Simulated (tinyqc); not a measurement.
Worked calculation (part 1 of 2): CIS and TDHF on RHF in the sto-3g basis, for H6, spin multiplicity 1. Computed by tinyqc, a small Python program that keeps every step (integrals from PySCF). Settings: charge = 0, multiplicity = 1, basis = sto-3g, method = RHF, energy threshold = 1e-10, iteration cap = 65, orthogonalisation = symmetric, start = core, DIIS depth = 6, TDHF = 1. Command: `OMP_NUM_THREADS=1 python tinyqc.py 31417 31418 out.jsonl` (the two numbers bound the seeds that draw the settings). One thread of a shared host (Intel(R) Xeon(R) Processor @ 2.60GHz), about 0.07 s of CPU time with the checks. The early iterations of the SCF are left out here.

## One-electron integrals

Geometry (angstrom):
```
atom         x         y         z
H     0.000000  0.000000  0.000000
H     0.000000  0.000000  0.842000
H     0.000000  0.000000  1.956000
H     0.000000  0.000000  2.799000
H     0.000000  0.000000  3.913000
H     0.000000  0.000000  4.755000
```

Basis sto-3g: exponents (1/bohr^2) and contraction coefficients of normalised primitives:
```
element  l (shell)  exponent  coefficient
H            s (1)  3.425251     0.154329
H            s (1)  0.623914     0.535328
H            s (1)  0.168855     0.444635
```

Overlap, kinetic and nuclear-attraction integrals over the contracted functions; the nuclear repulsion is the sum of Za Zb / Rab.

nuclear repulsion = 4.84881133 hartree

overlap S, order 1H 1s, 2H 1s, 3H 1s, 4H 1s, 5H 1s, 6H 1s:
$$\begin{pmatrix}
1.000000 & 0.593804 & 0.128089 & 0.027660 & 0.002207 & 0.000224 \\
0.593804 & 1.000000 & 0.431959 & 0.127881 & 0.015702 & 0.002207 \\
0.128089 & 0.431959 & 1.000000 & 0.593165 & 0.127881 & 0.027660 \\
0.027660 & 0.127881 & 0.593165 & 1.000000 & 0.431959 & 0.128089 \\
0.002207 & 0.015702 & 0.127881 & 0.431959 & 1.000000 & 0.593804 \\
0.000224 & 0.002207 & 0.027660 & 0.128089 & 0.593804 & 1.000000
\end{pmatrix}$$

kinetic energy T (hartree), order 1H 1s, 2H 1s, 3H 1s, 4H 1s, 5H 1s, 6H 1s:
$$\begin{pmatrix}
0.760032 & 0.180656 & -0.009519 & -0.008376 & -0.001420 & -0.000214 \\
0.180656 & 0.760032 & 0.074305 & -0.009534 & -0.006042 & -0.001420 \\
-0.009519 & 0.074305 & 0.760032 & 0.180149 & -0.009534 & -0.008376 \\
-0.008376 & -0.009534 & 0.180149 & 0.760032 & 0.074305 & -0.009519 \\
-0.001420 & -0.006042 & -0.009534 & 0.074305 & 0.760032 & 0.180656 \\
-0.000214 & -0.001420 & -0.008376 & -0.009519 & 0.180656 & 0.760032
\end{pmatrix}$$

nuclear attraction V (hartree), order 1H 1s, 2H 1s, 3H 1s, 4H 1s, 5H 1s, 6H 1s:
$$\begin{pmatrix}
-2.525201 & -1.527002 & -0.315745 & -0.067287 & -0.005235 & -0.000529 \\
-1.527002 & -2.862737 & -1.149428 & -0.330734 & -0.038437 & -0.005235 \\
-0.315745 & -1.149428 & -3.014095 & -1.701466 & -0.330734 & -0.067287 \\
-0.067287 & -0.330734 & -1.701466 & -3.014095 & -1.149428 & -0.315745 \\
-0.005235 & -0.038437 & -0.330734 & -1.149428 & -2.862737 & -1.527002 \\
-0.000529 & -0.005235 & -0.067287 & -0.315745 & -1.527002 & -2.525201
\end{pmatrix}$$

core Hamiltonian H = T + V (hartree), order 1H 1s, 2H 1s, 3H 1s, 4H 1s, 5H 1s, 6H 1s:
$$\begin{pmatrix}
-1.765169 & -1.346345 & -0.325265 & -0.075663 & -0.006655 & -0.000742 \\
-1.346345 & -2.102705 & -1.075123 & -0.340268 & -0.044479 & -0.006655 \\
-0.325265 & -1.075123 & -2.254063 & -1.521317 & -0.340268 & -0.075663 \\
-0.075663 & -0.340268 & -1.521317 & -2.254063 & -1.075123 & -0.325265 \\
-0.006655 & -0.044479 & -0.340268 & -1.075123 & -2.102705 & -1.346345 \\
-0.000742 & -0.006655 & -0.075663 & -0.325265 & -1.346345 & -1.765169
\end{pmatrix}$$

## Two-electron integrals

Functions are numbered as in S; the eight-fold symmetry (ij|kl) = (ji|kl) = (kl|ij) leaves the list below.

Two-electron integrals (ij|kl) in chemists' order, unique and non-zero (hartree):
```
(11|11) 0.774606   (21|11) 0.388181   (21|21) 0.234975   (22|11) 0.532367
(22|21) 0.388181   (22|22) 0.774606   (31|11) 0.060698   (31|21) 0.040590
(31|22) 0.076031   (31|31) 0.008521   (32|11) 0.160701   (32|21) 0.121508
(32|22) 0.259832   (32|31) 0.029794   (32|32) 0.116118   (33|11) 0.269465
(33|21) 0.202624   (33|22) 0.442514   (33|31) 0.060698   (33|32) 0.259832
(33|33) 0.774606   (41|11) 0.010482   (41|21) 0.007329   (41|22) 0.014359
(41|31) 0.001689   (41|32) 0.006248   (41|33) 0.014362   (41|41) 0.000358
(42|11) 0.038412   (42|21) 0.028611   (42|22) 0.060583   (42|31) 0.007456
(42|32) 0.029740   (42|33) 0.075900   (42|41) 0.001687   (42|42) 0.008492
(43|11) 0.132698   (43|21) 0.096277   (43|22) 0.202351   (43|31) 0.028626
(43|32) 0.121341   (43|33) 0.387648   (43|41) 0.007322   (43|42) 0.040474
(43|43) 0.234412   (44|11) 0.189034   (44|21) 0.132811   (44|22) 0.269331
(44|31) 0.038463   (44|32) 0.160604   (44|33) 0.532006   (44|41) 0.010482
(44|42) 0.060583   (44|43) 0.387648   (44|44) 0.774606   (51|11) 0.000612
(51|21) 0.000444   (51|22) 0.000914   (51|31) 0.000116   (51|32) 0.000459
(51|33) 0.001195   (51|41) 0.000027   (51|42) 0.000135   (51|43) 0.000659
(51|44) 0.001017   (51|51) 2.20e-06   (52|11) 0.003636   (52|21) 0.002642
(52|22) 0.005515   (52|31) 0.000727   (52|32) 0.002953   (52|33) 0.008253
(52|41) 0.000176   (52|42) 0.000927   (52|43) 0.004905   (52|44) 0.008253
(52|51) 0.000015   (52|52) 0.000113   (53|11) 0.023524   (53|21) 0.016504
(53|22) 0.033415   (53|31) 0.004695   (53|32) 0.019348   (53|33) 0.060583
(53|41) 0.001219   (53|42) 0.006797   (53|43) 0.040474   (53|44) 0.075900
(53|51) 0.000116   (53|52) 0.000927   (53|53) 0.008492   (54|11) 0.068481
(54|21) 0.046764   (54|22) 0.091739   (54|31) 0.012800   (54|32) 0.051529
(54|33) 0.160604   (54|41) 0.003401   (54|42) 0.019348   (54|43) 0.121341
(54|44) 0.259832   (54|51) 0.000342   (54|52) 0.002953   (54|53) 0.029740
(54|54) 0.116118   (55|11) 0.135236   (55|21) 0.090242   (55|22) 0.172307
(55|31) 0.023557   (55|32) 0.091739   (55|33) 0.269331   (55|41) 0.006041
(55|42) 0.033415   (55|43) 0.202351   (55|44) 0.442514   (55|51) 0.000612
(55|52) 0.005515   (55|53) 0.060583   (55|54) 0.259832   (55|55) 0.774606
(61|11) 0.000050   (61|21) 0.000036   (61|22) 0.000075   (61|31) 0.000010
(61|32) 0.000041   (61|33) 0.000117   (61|41) 2.47e-06   (61|42) 0.000013
(61|43) 0.000070   (61|44) 0.000117   (61|51) 2.18e-07   (61|52) 1.61e-06
(61|53) 0.000013   (61|54) 0.000041   (61|55) 0.000075   (61|61) 2.30e-08
(62|11) 0.000426   (62|21) 0.000301   (62|22) 0.000612   (62|31) 0.000084
(62|32) 0.000342   (62|33) 0.001017   (62|41) 0.000021   (62|42) 0.000116
(62|43) 0.000659   (62|44) 0.001195   (62|51) 1.97e-06   (62|52) 0.000015
(62|53) 0.000135   (62|54) 0.000459   (62|55) 0.000914   (62|61) 2.18e-07
(62|62) 2.20e-06   (63|11) 0.004455   (63|21) 0.003059   (63|22) 0.006041
(63|31) 0.000843   (63|32) 0.003401   (63|33) 0.010482   (63|41) 0.000219
(63|42) 0.001219   (63|43) 0.007322   (63|44) 0.014362   (63|51) 0.000021
(63|52) 0.000176   (63|53) 0.001687   (63|54) 0.006248   (63|55) 0.014359
(63|61) 2.47e-06   (63|62) 0.000027   (63|63) 0.000358   (64|11) 0.018162
(64|21) 0.012218   (64|22) 0.023557   (64|31) 0.003246   (64|32) 0.012800
(64|33) 0.038463   (64|41) 0.000843   (64|42) 0.004695   (64|43) 0.028626
(64|44) 0.060698   (64|51) 0.000084   (64|52) 0.000727   (64|53) 0.007456
(64|54) 0.029794   (64|55) 0.076031   (64|61) 0.000010   (64|62) 0.000116
(64|63) 0.001689   (64|64) 0.008521   (65|11) 0.072638   (65|21) 0.047903
(65|22) 0.090242   (65|31) 0.012218   (65|32) 0.046764   (65|33) 0.132811
(65|41) 0.003059   (65|42) 0.016504   (65|43) 0.096277   (65|44) 0.202624
(65|51) 0.000301   (65|52) 0.002642   (65|53) 0.028611   (65|54) 0.121508
(65|55) 0.388181   (65|61) 0.000036   (65|62) 0.000444   (65|63) 0.007329
(65|64) 0.040590   (65|65) 0.234975   (66|11) 0.111289   (66|21) 0.072638
(66|22) 0.135236   (66|31) 0.018162   (66|32) 0.068481   (66|33) 0.189034
(66|41) 0.004455   (66|42) 0.023524   (66|43) 0.132698   (66|44) 0.269465
(66|51) 0.000426   (66|52) 0.003636   (66|53) 0.038412   (66|54) 0.160701
(66|55) 0.532367   (66|61) 0.000050   (66|62) 0.000612   (66|63) 0.010482
(66|64) 0.060698   (66|65) 0.388181   (66|66) 0.774606
```

## Orthogonalisation

S = U s U^T; symmetric (Loewdin) form X = U s^(-1/2) U^T, so that X^T S X = 1.

eigenvalues of S: [0.225403, 0.336183, 0.515537, 1.142944, 1.649968, 2.129965]

X, order 1H 1s, 2H 1s, 3H 1s, 4H 1s, 5H 1s, 6H 1s:
$$\begin{pmatrix}
1.190755 & -0.421153 & 0.068902 & -0.016307 & 0.002560 & -0.000684 \\
-0.421153 & 1.304825 & -0.328151 & 0.073525 & -0.009683 & 0.002560 \\
0.068902 & -0.328151 & 1.315826 & -0.455772 & 0.073525 & -0.016307 \\
-0.016307 & 0.073525 & -0.455772 & 1.315826 & -0.328151 & 0.068902 \\
0.002560 & -0.009683 & 0.073525 & -0.328151 & 1.304825 & -0.421153 \\
-0.000684 & 0.002560 & -0.016307 & 0.068902 & -0.421153 & 1.190755
\end{pmatrix}$$

## Starting guess

The start is the orbitals of the core Hamiltonian; D = 2 C_occ C_occ^T.

D at the start, order 1H 1s, 2H 1s, 3H 1s, 4H 1s, 5H 1s, 6H 1s:
$$\begin{pmatrix}
0.141076 & 0.399550 & -0.078920 & -0.223156 & 0.161122 & 0.088941 \\
0.399550 & 1.259603 & 0.088605 & -0.571034 & 0.169190 & 0.161122 \\
-0.078920 & 0.088605 & 0.916533 & 0.517488 & -0.571034 & -0.223156 \\
-0.223156 & -0.571034 & 0.517488 & 0.916533 & 0.088605 & -0.078920 \\
0.161122 & 0.169190 & -0.571034 & 0.088605 & 1.259603 & 0.399550 \\
0.088941 & 0.161122 & -0.223156 & -0.078920 & 0.399550 & 0.141076
\end{pmatrix}$$

## Iteration 7 (converged): orbitals

converged F (hartree), order 1H 1s, 2H 1s, 3H 1s, 4H 1s, 5H 1s, 6H 1s:
$$\begin{pmatrix}
-0.314735 & -0.551977 & -0.160483 & -0.024290 & -0.000690 & -0.004916 \\
-0.551977 & -0.386121 & -0.358271 & -0.160131 & -0.023515 & -0.000690 \\
-0.160483 & -0.358271 & -0.392997 & -0.561766 & -0.160131 & -0.024290 \\
-0.024290 & -0.160131 & -0.561766 & -0.392997 & -0.358271 & -0.160483 \\
-0.000690 & -0.023515 & -0.160131 & -0.358271 & -0.386121 & -0.551977 \\
-0.004916 & -0.000690 & -0.024290 & -0.160483 & -0.551977 & -0.314735
\end{pmatrix}$$

Diagonalise F' = X^T F X, C = X C', fill 3 alpha and 3 beta electrons from the bottom; D = 2 C_occ C_occ^T. Each column has its largest component positive (the first on a tie).

F' = X^T F X (hartree):
$$\begin{pmatrix}
0.031394 & -0.590341 & 0.079913 & -0.003188 & 0.005264 & -0.008200 \\
-0.590341 & 0.109384 & -0.373463 & 0.086063 & -0.012648 & 0.005264 \\
0.079913 & -0.373463 & 0.119507 & -0.628044 & 0.086063 & -0.003188 \\
-0.003188 & 0.086063 & -0.628044 & 0.119507 & -0.373463 & 0.079913 \\
0.005264 & -0.012648 & 0.086063 & -0.373463 & 0.109384 & -0.590341 \\
-0.008200 & 0.005264 & -0.003188 & 0.079913 & -0.590341 & 0.031394
\end{pmatrix}$$

orbital energies (hartree): MO1 -0.685019, MO2 -0.569738, MO3 -0.407188, MO4 0.350403, MO5 0.703600, MO6 1.128513

coefficients C, order 1H 1s, 2H 1s, 3H 1s, 4H 1s, 5H 1s, 6H 1s:
$$\begin{pmatrix}
0.181856 & 0.362556 & -0.411564 & 0.636936 & -0.771150 & 0.515776 \\
0.263448 & 0.404047 & -0.286781 & -0.412323 & 0.898374 & -0.837341 \\
0.364157 & 0.096595 & 0.435353 & -0.628339 & -0.285491 & 1.117784 \\
0.364157 & -0.096595 & 0.435353 & 0.628339 & -0.285491 & -1.117784 \\
0.263448 & -0.404047 & -0.286781 & 0.412323 & 0.898374 & 0.837341 \\
0.181856 & -0.362556 & -0.411564 & -0.636936 & -0.771150 & -0.515776
\end{pmatrix}$$

D after iteration 7, order 1H 1s, 2H 1s, 3H 1s, 4H 1s, 5H 1s, 6H 1s:
$$\begin{pmatrix}
0.667807 & 0.624856 & -0.155860 & -0.295944 & 0.038897 & 0.142018 \\
0.624856 & 0.629805 & 0.020229 & -0.135887 & -0.023211 & 0.038897 \\
-0.155860 & 0.020229 & 0.662946 & 0.625623 & -0.135887 & -0.295944 \\
-0.295944 & -0.135887 & 0.625623 & 0.662946 & 0.020229 & -0.155860 \\
0.038897 & -0.023211 & -0.135887 & 0.020229 & 0.629805 & 0.624856 \\
0.142018 & 0.038897 & -0.295944 & -0.155860 & 0.624856 & 0.667807
\end{pmatrix}$$

## Convergence

Stop when the energy changes by less than 1e-10 hartree and every element of the error matrix X^T (F D S - S D F) X is below 3e-06.

Course of the cycle:
```
iteration  E (hartree)     change  largest element of the error matrix
1          -2.88071966          -                             4.62e-01
2          -3.24616302  -3.65e-01                             3.40e-02
3          -3.24905353  -2.89e-03                             9.59e-03
4          -3.24929183  -2.38e-04                             3.52e-04
5          -3.24929237  -5.38e-07                             7.07e-06
6          -3.24929237  -1.40e-10                             6.25e-08
7          -3.24929237  -1.78e-14                             3.19e-09
```

PySCF RHF in the same basis = -3.24929237 hartree

Converged in 7 iterations.

## Populations, bond orders and dipole

Mulliken: Z minus the diagonal of D S on the atom; Loewdin: the same with S^(1/2) D S^(1/2); Mayer order: 2 sum_s sum (D(s) S)_ij (D(s) S)_ji over the two atoms.

Charges (e):
```
atom   Mulliken    Loewdin
1H    -0.010817  -0.024673
2H     0.008071   0.021633
3H     0.002746   0.003040
4H     0.002746   0.003040
5H     0.008071   0.021633
6H    -0.010817  -0.024673
```

Mayer bond orders:
```
pair      order
2-1    0.914979
3-1   -0.001384
3-2    0.084414
4-1    0.070935
4-2   -0.001349
4-3    0.847377
5-1   -0.000130
5-2    0.002021
5-3   -0.001349
5-4    0.084414
6-1    0.015482
6-2   -0.000130
6-3    0.070935
6-4   -0.001384
6-5    0.914979
```

dipole moment about the origin, x y z (debye): [0.000000, 0.000000, 0.000000]

## Integrals over molecular orbitals

(pq|rs) = sum C_ip C_jq C_kr C_ls (ij|kl), one index at a time.

one-electron integrals over orbitals h = C^T H C (hartree):
$$\begin{pmatrix}
-2.324803 & 0.000000 & -0.146108 & 0.000000 & -0.074787 & 0.000000 \\
0.000000 & -2.084251 & 0.000000 & 0.185509 & 0.000000 & 0.057537 \\
-0.146108 & 0.000000 & -2.027105 & 0.000000 & 0.162094 & 0.000000 \\
0.000000 & 0.185509 & 0.000000 & -1.664670 & 0.000000 & 0.158069 \\
-0.074787 & 0.000000 & 0.162094 & 0.000000 & -1.333252 & 0.000000 \\
0.000000 & 0.057537 & 0.000000 & 0.158069 & 0.000000 & -1.166086
\end{pmatrix}$$

Two-electron integrals over orbitals (pq|rs), unique and non-zero (hartree):
```
(11|11) 0.428420    (21|21) 0.129796    (22|11) 0.340996    (22|22) 0.392770
(31|11) 0.082478    (31|22) -0.046974   (31|31) 0.121357    (32|21) -0.119410
(32|32) 0.140309    (33|11) 0.390263    (33|22) 0.354929    (33|31) 0.038168
(33|33) 0.391200    (41|21) -0.041515   (41|32) -0.006630   (41|41) 0.080921
(42|11) -0.065098   (42|22) -0.001184   (42|31) -0.054299   (42|33) -0.013149
(42|42) 0.076117    (43|21) -0.069290   (43|32) 0.069345    (43|41) 0.013834
(43|43) 0.083305    (44|11) 0.391093    (44|22) 0.356005    (44|31) 0.035155
(44|33) 0.380610    (44|42) -0.023906   (44|44) 0.396223    (51|11) 0.007599
(51|22) 0.030728    (51|31) -0.026859   (51|33) -0.012012   (51|42) -0.035527
(51|44) -0.000935   (51|51) 0.049894    (52|21) 0.029075    (52|32) 0.002715
(52|41) -0.055195   (52|43) 0.036499    (52|52) 0.086585    (53|11) -0.072775
(53|22) -0.006374   (53|31) -0.058832   (53|33) -0.027939   (53|42) 0.071405
(53|44) -0.023207   (53|51) -0.028702   (53|53) 0.077337    (54|21) -0.121073
(54|32) 0.133538    (54|41) 0.004060    (54|43) 0.070786    (54|52) -0.000977
(54|54) 0.144170    (55|11) 0.358728    (55|22) 0.397805    (55|31) -0.034723
(55|33) 0.368802    (55|42) -0.007771   (55|44) 0.377932    (55|51) 0.030451
(55|53) -0.011357   (55|55) 0.424184    (61|21) 0.001668    (61|32) 0.017488
(61|41) -0.029413   (61|43) -0.046444   (61|52) -0.030394   (61|54) 0.014330
(61|61) 0.066413    (62|11) -0.012596   (62|22) -0.034855   (62|31) 0.024310
(62|33) 0.000936    (62|42) 0.031272    (62|44) 0.002707    (62|51) -0.044898
(62|53) 0.033137    (62|55) -0.034213   (62|62) 0.047175    (63|21) 0.044553
(63|32) -0.002306   (63|41) -0.076276   (63|43) -0.016656   (63|52) 0.054756
(63|54) -0.002352   (63|61) 0.028904    (63|63) 0.082015    (64|11) -0.084734
(64|22) 0.038600    (64|31) -0.115522   (64|33) -0.040298   (64|42) 0.056166
(64|44) -0.040281   (64|51) 0.023493    (64|53) 0.059441    (64|55) 0.037675
(64|62) -0.023455   (64|64) 0.124866    (65|21) -0.132174   (65|32) 0.123532
(65|41) 0.042653    (65|43) 0.073336    (65|52) -0.030422   (65|54) 0.130171
(65|61) -0.002738   (65|63) -0.049676   (65|65) 0.149233    (66|11) 0.458891
(66|22) 0.365084    (66|31) 0.090285    (66|33) 0.421126    (66|42) -0.072716
(66|44) 0.428255    (66|51) 0.008739    (66|53) -0.083117   (66|55) 0.394743
(66|62) -0.015009   (66|64) -0.099606   (66|66) 0.520329
```

## CIS matrix, singlets

A(ia,jb) = (e_a - e_i) d_ij d_ab + 2 (ia|jb) - (ij|ab).

CIS matrix A, singlet (hartree):
```
           1>4        1>5        1>6       2>4        2>5        2>6        3>4        3>5
1>4   0.806171   0.000000   0.025909  0.000000   0.010682   0.000000  -0.007487   0.000000
1>5   0.000000   1.129679   0.000000  0.050019   0.000000   0.042378   0.000000  -0.022680
1>6   0.025909   0.000000   1.487467  0.000000   0.071385   0.000000   0.022633   0.000000
2>4   0.000000   0.050019   0.000000  0.716369   0.000000   0.023945   0.000000   0.009271
2>5   0.010682   0.000000   0.071385  0.000000   1.048703   0.000000  -0.060540   0.000000
2>6   0.000000   0.042378   0.000000  0.023945   0.000000   1.427516   0.000000  -0.057258
3>4  -0.007487   0.000000   0.022633  0.000000  -0.060540   0.000000   0.543591   0.000000
3>5   0.000000  -0.022680   0.000000  0.009271   0.000000  -0.057258   0.000000   0.896661
3>6  -0.037030   0.000000  -0.032478  0.000000  -0.014019   0.000000   0.006986   0.000000

           3>6
1>4  -0.037030
1>5   0.000000
1>6  -0.032478
2>4   0.000000
2>5  -0.014019
2>6   0.000000
3>4   0.006986
3>5   0.000000
3>6   1.278605
```

## CIS singlet states

dipole integrals <i|r|a> (bohr), order 1>4, 1>5, 1>6, 2>4, 2>5, 2>6, 3>4, 3>5, 3>6:
$$\begin{pmatrix}
0.000000 & 0.000000 & -0.069277 \\
0.000000 & 0.000000 & 0.000000 \\
0.000000 & 0.000000 & -0.225441 \\
0.000000 & 0.000000 & 0.000000 \\
0.000000 & 0.000000 & 0.608992 \\
0.000000 & 0.000000 & 0.000000 \\
0.000000 & 0.000000 & 1.893955 \\
0.000000 & 0.000000 & 0.000000 \\
0.000000 & 0.000000 & 0.072468
\end{pmatrix}$$

Diagonalise A (1 hartree = 27.211386 eV); each vector has its largest component positive (the first on a tie). The transition dipole is mu = sqrt2 sum c_ia <i|r|a>.

singlet excitation energies (eV): [14.563735, 19.291071, 21.834377, 24.230701, 28.438919, 30.737366, 34.726190, 39.218471, 40.970997]

lowest vectors, order 1>4, 1>5, 1>6, 2>4, 2>5, 2>6, 3>4, 3>5, 3>6:
$$\begin{pmatrix}
0.024852 & 0.000000 & 0.995909 & 0.000000 & 0.024395 & 0.000000 \\
0.000000 & -0.118392 & 0.000000 & 0.059269 & 0.000000 & 0.980067 \\
-0.033558 & 0.000000 & -0.029727 & 0.000000 & -0.149761 & 0.000000 \\
0.000000 & 0.989777 & 0.000000 & 0.083116 & 0.000000 & 0.108301 \\
0.120876 & 0.000000 & -0.035510 & 0.000000 & 0.979461 & 0.000000 \\
0.000000 & -0.031807 & 0.000000 & 0.097169 & 0.000000 & -0.158148 \\
0.991762 & 0.000000 & -0.021087 & 0.000000 & -0.124721 & 0.000000 \\
0.000000 & -0.072887 & 0.000000 & 0.990019 & 0.000000 & -0.052244 \\
-0.007269 & 0.000000 & 0.074678 & 0.000000 & 0.045577 & 0.000000
\end{pmatrix}$$

oscillator strengths 2/3 w |mu|^2: [2.733806, 0.000000, 0.015009, 0.000000, 0.218126, 0.000000]

## TDHF (RPA) singlet states

B(ia,jb) = 2 (ia|jb) - (ib|ja); the squared energies are the eigenvalues of (A - B)(A + B); 1 hartree = 27.211386 eV.

TDHF matrix B, singlet (hartree):
```
           1>4        1>5        1>6        2>4        2>5        2>6        3>4        3>5
1>4   0.080921   0.000000  -0.029413   0.000000  -0.074864   0.000000   0.013834   0.000000
1>5   0.000000   0.049894   0.000000  -0.015859   0.000000  -0.059401   0.000000  -0.028702
1>6  -0.029413   0.000000   0.066413   0.000000  -0.015891   0.000000  -0.016613   0.000000
2>4   0.000000  -0.015859   0.000000   0.076117   0.000000   0.031272   0.000000   0.106310
2>5  -0.074864   0.000000  -0.015891   0.000000   0.086585   0.000000   0.001594   0.000000
2>6   0.000000  -0.059401   0.000000   0.031272   0.000000   0.047175   0.000000   0.011517
3>4   0.013834   0.000000  -0.016613   0.000000   0.001594   0.000000   0.083305   0.000000
3>5   0.000000  -0.028702   0.000000   0.106310   0.000000   0.011517   0.000000   0.077337
3>6  -0.106108   0.000000   0.028904   0.000000   0.076376   0.000000  -0.016656   0.000000

           3>6
1>4  -0.106108
1>5   0.000000
1>6   0.028904
2>4   0.000000
2>5   0.076376
2>6   0.000000
3>4  -0.016656
3>5   0.000000
3>6   0.082015
```

squared energies w^2 (hartree^2): [0.278837, 0.486334, 0.623651, 0.771174, 1.072781, 1.268045, 1.597783, 2.072587, 2.262174]

TDHF energies from the positive w^2 (eV): [14.368988, 18.976591, 21.489268, 23.896088, 28.184230, 30.642068, 34.396125, 39.174820, 40.927358]
